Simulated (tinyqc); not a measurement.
Gain spectrum: optical gain and spontaneous emission in a bulk direct-gap semiconductor.

Parabolic bands, vertical transitions, no excitons. For each hole band j: mr = me mj/(me + mj); joint density of states J_j(E) = (mr/c)^(3/2) sqrt(E - Eg)/(2 pi^2), both spins, c = hbar^2/2m0; averaged matrix element |e.p|^2 = m0 Ep/6; alpha_j(E) = 4 pi^2 alpha_f c Ep J_j/(3 nr E) in 1/angstrom (alpha_f the fine-structure constant, listed as alpha among the constants), times 1e8 for 1/cm.

F_j(eta) = (1/Gamma(j + 1)) integral_0^infinity x^j dx/(1 + exp(x - eta)), which tends to exp(eta) for eta << 0.

Quasi-Fermi levels: n = Nc F_1/2(Fc/kT) and p = Nv F_1/2(Fv/kT), Fc counted up from the conduction edge and Fv down from the valence edge; Nc, Nv from N = 2 (m kB T/(4 pi c))^(3/2) with c = hbar^2/2m0, in 1/angstrom^3; times 1e24 for 1/cm^3, with me and (mhh^(3/2) + mlh^(3/2))^(2/3).

For band j the electron sits at Ee = (E - Eg) mr/me above its edge and the hole at Eh = (E - Eg) mr/mj; fe = 1/(1 + exp((Ee - Fc)/kT)), fh = 1/(1 + exp((Eh - Fv)/kT)); gain g = sum_j alpha_j (fe + fh - 1).

Constants: hbar^2/2m0 = 3.80998211 eV angstrom^2; fine-structure constant alpha = 0.007297352564; kB = 8.617333262e-05 eV/K.

Values chosen for the exercise (near those of InGaAs; not measured data): Eg = 0.763 eV (direct gap); me = 0.0411 m0 (electron mass); mhh = 0.447 m0 (heavy-hole mass); mlh = 0.053 m0 (light-hole mass); Ep = 22.9 eV (Kane energy); nr = 3.49 (refractive index); T = 350 K; n = 5.3e+17 1/cm^3 (injected density, n = p).

At the density n.

Spectrum:
```
E - Eg (eV)  alpha, empty (1/cm)  fe, heavy  fh, heavy  g (1/cm)
0.005                       1630      0.775      0.051      -278
0.010                       2290      0.748      0.051      -449
0.020                       3197      0.687      0.049      -805
0.030                       3866      0.618      0.048     -1210
0.045                       4647      0.506      0.046     -1914
0.060                       5269      0.394      0.044     -2700
0.080                       5939      0.262      0.042     -3773
0.100                       6487      0.162      0.040     -4769
0.130                       7147      0.072      0.037     -5994
0.170                       7823      0.023      0.033     -7152
0.220                       8447      0.005      0.029     -8077
```

Fc + Fv = -0.0456 eV

No listed energy has gain; the carriers only bleach the edge. At 0.220 eV above the gap g is -0.96 times the absorption of the empty crystal, whose limit is -1.

Program tinyqc; command `OMP_NUM_THREADS=1 python tinyqc.py 1651239 1651240 out.jsonl`; about 0.08 s on one thread of a shared Intel(R) Xeon(R) Processor @ 2.30GHz.
